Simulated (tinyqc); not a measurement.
Tunnelling through a gate dielectric, WKB transmission and Tsu-Esaki current: two steps of the calculation.

Electrons leave the emitter at x = 0. Energies E (motion across the layers) are in eV from the emitter Fermi level; the collector Fermi level lies at -V and offers states at every E. No charge in the dielectric and no image force: F1 = V/t1, U = phi1 - F1 x. With C = hbar^2/(2 m0), kappa = sqrt(m (U - E)/C) where U > E and 0 elsewhere; T(E) = exp(-S), S = 2 times the integral of kappa over x.

Values chosen for this exercise; dielectric values close to those of aluminium oxide:
```
symbol  value  unit                                                        meaning
phi1      2.5    eV  barrier of layer 1 above the emitter Fermi level at zero bias
m1        0.4    m0                                     tunnelling mass of layer 1
t1        1.9    nm                                           thickness of layer 1
V         0.6     V                                  voltage across the dielectric
E       -0.06    eV                                energy of the electron followed
nc          8                                                  cells in each layer
```

Constants: q = 1.602176634e-19 C, hbar = 1.054571817e-34 J s, m0 = 9.1093837015e-31 kg, hbar^2/(2 m0) = 0.0380998212 eV nm^2. Results are converted to the units shown.

Question 1. WKB exponent by the midpoint rule. Cut each layer into nc equal cells, take U and kappa at the cell centres, and sum S = 2 sum kappa h.

Find: x; U; kappa; S; T(E).

Answer 1.

| cell | x (nm) | U (eV) | kappa (1/nm) |
|---|---|---|---|
| 0 | 0.1187 | 2.4625 | 5.1462 |
| 1 | 0.3563 | 2.3875 | 5.0691 |
| 2 | 0.5938 | 2.3125 | 4.9908 |
| 3 | 0.8313 | 2.2375 | 4.9113 |
| 4 | 1.0688 | 2.1625 | 4.8305 |
| 5 | 1.3062 | 2.0875 | 4.7483 |
| 6 | 1.5437 | 2.0125 | 4.6646 |
| 7 | 1.7812 | 1.9375 | 4.5794 |

S = 18.497
T(E) = 9.2691e-9

Question 2. WKB exponent in closed form. Each layer adds (2/F) sqrt(m/C) [G(u at its left edge) - G(u at its right edge)] to S, with u = U - E (0 where negative) and G(u) = (2/3) u^1.5. The slope follows from 1/d = -dS/dE.

Wanted: S; T(E); energy d over which T(E) grows by a factor e.

Answer 2.

S = 18.496
T(E) = 9.2711e-9
energy d over which T(E) grows by a factor e = 0.24365 eV

The midpoint rule gives S = 18.497, so its T(E) is 0.021 % below this value. The band edge stays above E through the whole stack: direct tunnelling through a trapezoid.

Numbers from tinyqc (`OMP_NUM_THREADS=1 python tinyqc.py 2540044 2540045 out.jsonl`; about 0.03 s on one thread of a shared Intel Xeon 2.30GHz).
